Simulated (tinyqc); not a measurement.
Inside a calculation: delta-doped layer in the Thomas-Fermi potential. Values are carried at full precision from step to step, so a last printed digit may differ when a step is redone from the rounded ones.

All donors ionised in the plane z = 0, zero temperature, energies from the Fermi level EF of the Thomas-Fermi model, which lies at the bulk band edge; c = hbar^2/2m0, q = e^2/(4 pi eps0). Layer in a (001) plane: two valleys with m_z = ml, m_d = mt (unprimed) and four with m_z = mt, m_d = sqrt(ml mt) (primed); m3 = (ml mt^2)^(1/3), gv = 6. With n = (gv/3 pi^2)(m3 (-V)/c)^(3/2) and V'' = -(4 pi q/eps) n for z > 0, the solution is V = -b/(|z| + z0)^4 with sqrt(b) = 20/K, K = (4 pi q/eps)(gv/3 pi^2)(m3/c)^(3/2), and z0^5 = 4b/(e F0), e F0 = 2 pi q N/eps; 1e13/cm^2 = 1e-3/angstrom^2. Exchange and correlation are left out.

Constants: hbar^2/2m0 = 3.80998211 eV angstrom^2; e^2/(4 pi eps0) = 14.39964547 eV angstrom.

Inputs chosen for the exercise (near those of a delta-doped layer in Si; not measured data):
- ml = 0.914 m0 (longitudinal mass)
- mt = 0.186 m0 (transverse mass)
- eps = 11.9 (dielectric constant)
- N = 2 x 1e13/cm^2 (donor sheet density)

## The Thomas-Fermi well

Give K, b, e F0, z0 and the depth b/z0^4.

K = 0.073679 eV^(-1/2) angstrom^-2
b = 73683 eV angstrom^4
e F0 = 0.015206 eV/angstrom
z0 = 28.67 angstrom
depth = 0.1090 eV

Half of the electrons lie within |z| < (2^(1/5) - 1) z0 = 4.3 angstrom. The mean donor spacing in the plane is 22.4 angstrom, against a Bohr radius 0.529177 eps/m3 = 19.9 angstrom: the spacing is not small against it, so the smeared sheet is a crude model.

## Profile

V = -b/(|z| + z0)^4, n and the share of electrons beyond |z|, (z0/(|z| + z0))^5, at z = 0, 0.1, 0.25, 0.5, 1 and 2 times z0; n = (eps/(4 pi q)) 20 b/(|z| + z0)^6, q = e^2/(4 pi eps0), 1/angstrom^3 = 1e24/cm^3.

Profile:
```
z (angstrom)   V (eV)  n (1e19/cm^3)  share beyond
0.0           -0.1090           17.4         1.000
2.9           -0.0745           9.84         0.621
7.2           -0.0446           4.57         0.328
14.3          -0.0215           1.53         0.132
28.7          -0.0068          0.272         0.031
57.3          -0.0013         0.0239         0.004
```

## Subbands

Subbands solve -(c/m_z) psi'' + V psi = E psi on 1280 points of spacing z0/80; up to ten levels for each group, kept if bound with an rms width below 2.5 z0.

List the bound levels with their rms width.

Subbands:
```
label  valleys g  m_d (m0)   E (eV)  rms z (angstrom)
0              2    0.1860  -0.0422               9.4
0'             4    0.4123  -0.0217              24.2
1              2    0.1860  -0.0024              45.7
```

The lowest level lies 61 % of the way up the well, and 0' follows 20 meV higher.

## Filling the subbands

At zero temperature n_i = g m_d (mu - E_i)/(2 pi c) for E_i < mu, c = hbar^2/2m0; find mu from sum n_i = N (1e13/cm^2 = 1e-3/angstrom^2).

mu = -0.0019 eV

n_i in the order of the list (1e13/cm^2): 0.625  1.366  0.008

3 subbands filled in part, the lowest with 31 % of the electrons. The potential was built for a Fermi level at 0; filling its quantised levels puts mu 1.8 % of the depth below that, which shows how nearly the two pictures agree. The fullest is 0', with 68 %.

## Estimate from a V-shaped well

Near z = 0 the well is -depth + e F0 |z|, whose levels are a (c (e F0)^2/m_z)^(1/3) with a = 1.018793 (even) and 2.338107 (odd); c = hbar^2/2m0, m_z = ml, for the unprimed levels.

levels 0 and 1 (eV): -0.0084  0.1220

Level 0 comes out 34 meV too high, since screening flattens the true well away from the plane, and level 1 lands above the rim at 0.

## Checks

- Integral of the Thomas-Fermi density against N, 1e13/cm^2: both 2.000.
- Lowest level on a finer grid (z0/200), eV: both -0.042.

Run: tinyqc, `OMP_NUM_THREADS=1 python tinyqc.py 1282645 1282646 out.jsonl`; Intel(R) Xeon(R) Processor @ 2.30GHz, one thread, shared host; about 0.2 s of CPU time with all checks.
